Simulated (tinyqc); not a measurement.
# Worked calculation: reverse leakage of an n+-p junction: diffusion, generation, trap-assisted and band-to-band tunnelling

tinyqc, about 0.01 s, one thread, Intel Xeon 2.30GHz (shared host): `OMP_NUM_THREADS=1 python tinyqc.py 2290045 2290046 out.jsonl` Printed values are rounded; ~0 in a residual or rate marks an entry under 1e-11 of the largest of its column.

One-sided abrupt junction in the depletion approximation, x from the junction (0) to W on the p side, field F = F0 (1 - x/W). Flat quasi-Fermi levels, long p side. Traps generate through SRH with both lifetimes shortened by 1 + Gamma (Hurkx enhancement, form for moderate fields); band-to-band generation is local and needs a total bending above Eg.

Values chosen for this exercise; band and dielectric values close to those of silicon: temperature T = 400 K; band gap Eg = 1.11 eV; relative permittivity eps_r = 11.9; conduction-band density of states at T Nc = 4.25e19 cm^-3; valence-band density of states at T Nv = 4.14e19 cm^-3; acceptor density of the lighter side Na = 2.3e17 cm^-3; donor density of the heavier side Nd = 1e20 cm^-3; SRH lifetime of both carriers at zero field tau = 1e-7 s; trap level above the intrinsic level Et = 0 eV; tunnelling mass mt = 0.25 m0; electron diffusion coefficient on the lighter side Dn = 6.3 cm^2/s; band-to-band prefactor Ab = 4.5e14 cm^-0.5 V^-2.5 s^-1; band-to-band field constant Bb = 1.9e7 V/cm; reverse bias VR = 2.1 V.

Constants: q = 1.602176634e-19 C, kB = 1.380649e-23 J/K, hbar = 1.054571817e-34 J s, m0 = 9.1093837015e-31 kg, Vt = kB T/q, eps0 = 8.8541878128e-14 F/cm where lengths are in cm. Results are converted to the units shown.

Range of the model: The n+ side is degenerate, so Vbi from Boltzmann statistics is only a guide.

## Field, scales and diffusion current

ni = sqrt(Nc Nv) exp(-Eg/(2 Vt)), Eg in volts; Vbi = Vt ln(Na Nd/ni^2); W = sqrt(2 eps0 eps_r (Vbi + VR)/(q Na)); F0 = 2 (Vbi + VR)/W; FG = sqrt(24 mt m0 (kB T)^3)/(q hbar); J_diff = q ni^2 sqrt(Dn/tau)(1 - exp(-VR/Vt))/Na.

ni = 4.26582e12 cm^-3
Vbi = 0.960496 V
W = 132.294 nm
F0 = 462.682 kV/cm
FG = 567.869 kV/cm
J_diff = 1.00614e-7 A/cm^2

## Generation rates across the layer

u = (Vbi + VR)(1 - x/W)^2, p = Na exp(-u/Vt), n = Nd exp((u - Vbi - VR)/Vt); G0 = ni^2 (1 - exp(-VR/Vt))/(tau (n + p + 2 ni cosh(Et/Vt))); Gamma = 2 sqrt(3 pi)(F/FG) exp((F/FG)^2); trap-assisted part G0 Gamma; G_bb = Ab F^2.5 exp(-Bb/F) with F in V/cm, zero unless Vbi + VR > Eg. 16 equal steps.

```
point   x (nm)  F (kV/cm)     Gamma  G0 (cm^-3 s^-1)  G0 Gamma (cm^-3 s^-1)  G_bb (cm^-3 s^-1)
0        0.000    462.682   9.71637       1.81972e12             1.76811e13         9.59695e10
1        8.268    433.764   8.40550       8.46681e16             7.11678e17          5.28578e9
2       16.537    404.846   7.27680       2.11023e19             1.53557e20          1.94714e8
3       24.805    375.929   6.30012       2.13291e19             1.34376e20          4.37610e6
4       33.073    347.011   5.45045       2.13291e19             1.16253e20            53091.4
5       41.342    318.094   4.70697       2.13291e19             1.00395e20            294.321
6       49.610    289.176   4.05227       2.13291e19             8.64312e19                 ~0
7       57.879    260.258   3.47171       2.13291e19             7.40484e19                 ~0
8       66.147    231.341   2.95288       2.13290e19             6.29818e19                 ~0
9       74.415    202.423   2.48520       2.13052e19             5.29476e19                 ~0
10      82.684    173.506   2.05956       1.93569e19             3.98666e19                 ~0
11      90.952    144.588   1.66803       3.79253e18             6.32605e18                 ~0
12      99.220    115.670   1.30364       2.01461e17             2.62633e17                 ~0
13     107.489     86.753  0.960144       1.79290e16             1.72144e16                 ~0
14     115.757     57.835  0.631850       3.16753e15             2.00141e15                 ~0
15     124.025     28.918  0.313477       1.11913e15             3.50822e14                 ~0
16     132.294      0.000         0       7.91154e14                      0                  0
```

## Current components

Each current is q times the trapezoid sum of its rate; J adds J_diff; J_bb under 1e-8 of the sum is given as 0.

J_SRH = 2.56787e-5 A/cm^2
J_TAT = 1.09712e-4 A/cm^2
J_bb = 0 A/cm^2
J = 1.35491e-4 A/cm^2

A fine grid gives J = 1.348e-4 A/cm^2; the coarse sum is 0.52 % above it. On the fine grid the largest part is trap-assisted tunnelling (80.9 %). The simple estimate q ni W/(2 tau cosh(Et/Vt)) is 77 % above the fine-grid J_SRH of 2.559e-5 A/cm^2, since near both edges n or p is large enough to quench generation.
